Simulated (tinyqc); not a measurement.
p-n heterojunction, non-linear Poisson equation by Newton steps, Boltzmann statistics: starts and damping rules compared.

One dimension, material 1 (p-type) at x < 0 and material 2 (n-type) at x > 0. Band edges: Ec = -psi in material 1 and -psi + dEc in material 2, Ev = Ec - Eg. Flat quasi-Fermi levels: 0 for holes, +V for electrons. n = Nc F((EFn - Ec)/Vt), p = Nv F((Ev - EFp)/Vt), with F(eta) = exp(eta) (Boltzmann statistics); full ionisation, no interface charge, classical densities; the doping types are chosen for the exercise.

a_i = eps0 eps_r/h_i for the interval from node i to i + 1, with h_i = x_(i+1) - x_i in cm.

n_i = Nc F(a_n), a_n = (V - Ec_i)/Vt; p_i = Nv F(a_p), a_p = (Ec_i - Eg)/Vt; rho_i = p_i - n_i + C_i with C = -N1 or +N2; g_i = (n_i + p_i)/Vt. Box widths w_i = (h_(i-1) + h_i)/2 in cm. Residual F_i = a_i (psi_(i+1) - psi_i) - a_(i-1) (psi_i - psi_(i-1)) + q rho_i w_i; Jacobian: a_(i-1) and a_i beside the diagonal, b_i = -a_(i-1) - a_i - q g_i w_i on it. The two end nodes are fixed.

Iterations until the largest undamped |d| is below 1e-9 V (the last, tiny step is counted), with a cap of 100; "overflow" would mean that an exponential left the range of double precision. Starts:
- neutral: psi_L on the nodes of material 1 and psi_R on those of material 2.
- smooth: psi_L + (psi_R - psi_L)(1 + tanh(x/s))/2 on the inner nodes with s = 81 nm, psi_L and psi_R on the ends.
- linear: A straight line in x from psi_L to psi_R.

Rules for the step d, which solves the tridiagonal system a_(i-1) d_(i-1) + b_i d_i + a_i d_(i+1) = -F_i:
- full Newton steps: the full step is added.
- logarithmic damping: each component d is damped to sign(d) Vt ln(1 + |d|/Vt) before it is added.
- steps capped at 4 Vt: if the largest |d| exceeds 4 Vt, the whole step is scaled down so that it equals 4 Vt.
- halved steps: half of the step is added while the largest |d| exceeds 1.5 Vt, the full step after that.

Parameters, values chosen for the exercise; band and dielectric values those of a made-up pair: temperature T = 300 K; band gap of material 1 Eg1 = 0.799 eV; relative permittivity of material 1 er1 = 14.2; conduction-band density of states of material 1 Nc1 = 2.2e17 cm^-3; valence-band density of states of material 1 Nv1 = 6.79e18 cm^-3; band gap of material 2 Eg2 = 1.6 eV; relative permittivity of material 2 er2 = 13.6; conduction-band density of states of material 2 Nc2 = 5.63e17 cm^-3; valence-band density of states of material 2 Nv2 = 1.19e19 cm^-3; conduction-band offset Ec2 - Ec1 dEc = 0.16 eV; acceptor density of material 1 N1 = 7.5e17 cm^-3; donor density of material 2 N2 = 1.7e16 cm^-3; bias of side 1 against side 2 V = -1.6 V.

Constants: q = 1.602176634e-19 C, kB = 1.380649e-23 J/K, Vt = kB T/q, eps0 = 8.8541878128e-14 F/cm where lengths are in cm. Results are converted to the units shown.

| node | x (nm) | material |
|---|---|---|
| 0 | -55.1 | 1 |
| 1 | -42.3 | 1 |
| 2 | -31.4 | 1 |
| 3 | -22.2 | 1 |
| 4 | -14.5 | 1 |
| 5 | -7.91 | 1 |
| 6 | -2.35 | 1 |
| 7 | 2.35 | 2 |
| 8 | 14.6 | 2 |
| 9 | 46.7 | 2 |
| 10 | 130 | 2 |
| 11 | 349 | 2 |
| 12 | 919 | 2 |

| interval | eps_r |
|---|---|
| 0 | 14.2 |
| 1 | 14.2 |
| 2 | 14.2 |
| 3 | 14.2 |
| 4 | 14.2 |
| 5 | 14.2 |
| 6 | 13.8935 |
| 7 | 13.6 |
| 8 | 13.6 |
| 9 | 13.6 |
| 10 | 13.6 |
| 11 | 13.6 |

psi_L = -0.742045 V
psi_R = 1.66952 V

Iterations needed:

|  | full Newton steps | logarithmic damping | steps capped at 4 Vt | halved steps |
|---|---|---|---|---|
| neutral | 8 | 32 | 26 | 11 |
| smooth | 35 | 21 | 16 | 12 |
| linear | 33 | 23 | 20 | 17 |

What does the comparison show?

The fewest iterations, 8, are needed by full Newton steps from the neutral start. Every pairing converges. Lowest count for the worst start: halved steps, at most 17 iterations.

Computed by the program tinyqc: `OMP_NUM_THREADS=1 python tinyqc.py 2040060 2040061 out.jsonl`, one thread of a shared Intel Xeon 2.30GHz, about 0.05 s for the whole run.
